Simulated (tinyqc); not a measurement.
Inside a calculation: thin-film optics by transfer matrices. Values are carried at full precision from step to step, so a last printed digit may differ when a step is redone from the rounded ones.

Indices N = n + i k. Snell: N0 sin(theta) = N_j sin(theta_j), with Im(N_j cos theta_j) >= 0. Admittance y_j = N_j cos theta_j for s and N_j/cos theta_j for p. Phase delta_j = 2 pi N_j cos theta_j d_j/lambda. Layer matrix [[cos delta, -i sin delta/y], [-i y sin delta, cos delta]], multiplied from the top down to M. (B, C) = M (1, y_sub); r = (y0 B - C)/(y0 B + C), R = |r|^2, T = 4 Re y0 Re y_sub/|y0 B + C|^2, absorbed in the films 1 - R - T.

Inputs chosen for the exercise (indices near those of resist, ARC, SiO2 on polySi; not measured data):
- lam = 633 nm (vacuum wavelength)
- n0 = 1 (ambient index)
- n = (1.63, 1.658, 1.465, 3.872) (n of resist, ARC, SiO2, substrate)
- k = (0, 0.019, 0, 0.042) (k in the same order)
- d = (312, 44.3, 7.8) nm (thicknesses, top first)
- theta = 60 degrees (angle of incidence)
- pol = p (polarisation)

## Angles, admittances and phases

Form cos theta_j, y_j and delta_j.

cos theta_j: ambient 0.5000, film 1 0.8472, film 2 0.8528+0.0037i, film 3 0.8066, substrate 0.9747+0.0006i

y_j: ambient 2.0000, film 1 1.9240, film 2 1.9442+0.0139i, film 3 1.8163, substrate 3.9726+0.0408i

delta_j (rad): film 1 4.2766, film 2 0.6217+0.0098i, film 3 0.0915

## Layer matrices and their product

Form each matrix and multiply from the top down.

matrix of film 1:
```
         1        2
1  -0.4222  0.4712i
2  1.7442i  -0.4222
```

matrix of film 2:
```
                1               2
1  0.8129-0.0057i  0.0020-0.2996i
2  0.0236-1.1323i  0.8129-0.0057i
```

matrix of film 3:
```
          1         2
1    0.9958  -0.0503i
2  -0.1659i    0.9958
```

M:
```
                1               2
1  0.2741+0.0132i  0.0025+0.4978i
2  0.0010+1.8582i  0.2740+0.0058i
```

Each matrix has determinant 1, and so has M.

## Reflection and transmission

Close the stack on the substrate.

B, C: 0.2638+1.9908i  1.0892+1.8924i

r = 0.3062+0.1799i
R = 0.1261
T into the substrate = 0.8562
absorbed in the films = 0.0177

The bare substrate would reflect 0.1091.

## Ellipsometric angles

Ellipsometry: rho = tan(Psi) exp(i Delta) = -conj(r_p/r_s) with the r of the admittance formula, Delta in 0 to 360 degrees, so that a bare dielectric at small angles gives Delta = 180.

Repeat the steps for both polarisations.

r_s = -0.1414+0.2793i
r_p = 0.3062+0.1799i
Psi = 48.60 degrees
Delta = 266.42 degrees

## Checks

- R against the recursion of Airy sums from the substrate up: both 0.12609.

(tinyqc, `OMP_NUM_THREADS=1 python tinyqc.py 1650247 1650248 out.jsonl`, Intel(R) Xeon(R) Processor @ 2.30GHz, 1 thread, shared host, about 0.01 s.)
